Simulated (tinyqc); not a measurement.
# Ballistic Schottky-barrier transistor with a one-dimensional channel, WKB contacts: two studies

Source Fermi level 0, drain Fermi level -Vd. Far from the contacts Ec = pn - psi, and the gate moves psi one to one; the band edges relax as exp(-x/lam) from pn at the source and pn - Vd at the drain; Ev = Ec - Eg. A carrier of energy w inside the channel band meets at a contact a barrier of height D (the contact edge beyond the channel edge): T = 1 for w >= D, else exp(-S), S = 4 lam sqrt(m/C) [sqrt(D - w) - sqrt(w) arctan sqrt((D - w)/w)], C = hbar^2/(2 m0). The two contacts combine as Ts Td/(Ts + Td - Ts Td).

Values chosen for this exercise; channel values close to those of a germanium nanowire: temperature T = 250 K; band gap Eg = 0.66 eV; barrier for electrons at both contacts pn = 0.56 eV; electron mass mn = 0.12 m0; hole mass mp = 0.15 m0; valleys or subbands g = 2; screening length at the contacts lam = 4 nm; drain bias Vd = 0.7 V; band shift psi of the channel by the gate ps = 0.57 V.

Constants: q = 1.602176634e-19 C, kB = 1.380649e-23 J/K, hbar = 1.054571817e-34 J s, h = 6.62607015e-34 J s, m0 = 9.1093837015e-31 kg, Vt = kB T/q, hbar^2/(2 m0) = 0.0380998212 eV nm^2. Results are converted to the units shown.

Each table varies one quantity; the others keep the values above.

## Effect of the screening length

I = g (2 q^2/h) int T(w) [f(Es + w) - f(Ed + w)] dw, f(y) = 1/(1 + exp(y/Vt)). Electrons: Ds = psi, Dd = psi - Vd, Es = Ec, Ed = Ec + Vd. Holes: Ds = -psi, Dd = Vd - psi, Es = -Ev, Ed = -Ev - Vd. The size of each current is taken; both flow from drain to source and add. The integrals are converged.

Result of one run:
```
lam (nm)	current of the holes (uA)	share over the barriers (%)	|d psi/d log10| of this current (mV/decade)
5.9	0.2286	14.01	180.6
```

What becomes of these results when the screening length at the contacts lam is changed from 5.9 to 2.6 nm, all else the same?

Result of the changed run:
```
lam (nm)	current of the holes (uA)	share over the barriers (%)	|d psi/d log10| of this current (mV/decade)
2.6	0.6723	4.764	129.8
```

The whole series:
```
lam (nm)	current of the holes (uA)	share over the barriers (%)	|d psi/d log10| of this current (mV/decade)
0.5	3.094	1.035	106.3
1.6	1.217	2.632	118.3
2.6	0.6723	4.764	129.8
3.7	0.4198	7.629	144.8
4.8	0.2971	10.78	161.9
5.9	0.2286	14.01	180.6
6.9	0.1895	16.90	198.6
8	0.1604	19.97	219.1
```

The current falls from 3.09 to 0.160 uA, while the share over the barriers rises from 1.04 to 20.0 %: the thermionic part does not depend on lam, and a thinner barrier adds tunnelling. The swing rises from 106 to 219 mV/decade.

## Effect of the drain bias on the off state

Same model as above.

For each Vd, psi is set to the minimum of I.

Effect of the drain bias on the off state:
```
Vd (V)	psi at the minimum (V)	smallest I (uA)
0.05	0.351	6.91e-8
0.14	0.404	4.19e-7
0.23	0.458	2.09e-6
0.32	0.513	1.05e-5
0.41	0.569	5.28e-5
0.5	0.626	2.54e-4
0.59	0.688	0.00106
```

What does the comparison show?

The smallest current rises from 6.91e-8 to 0.00106 uA, 6.89 decades a volt between the last two rows, and the minimum moves by 0.62 V a volt over the table: a larger Vd lets holes enter from the drain while electrons still enter from the source.

Range of the model: No scattering, image-force lowering, channel charge or band-to-band tunnelling; parabolic kappa overstates S deep in the gap.

Program tinyqc, `OMP_NUM_THREADS=1 python tinyqc.py 2390053 2390054 out.jsonl`; Intel Xeon 2.30GHz, shared host, one thread, about 0.06 s.
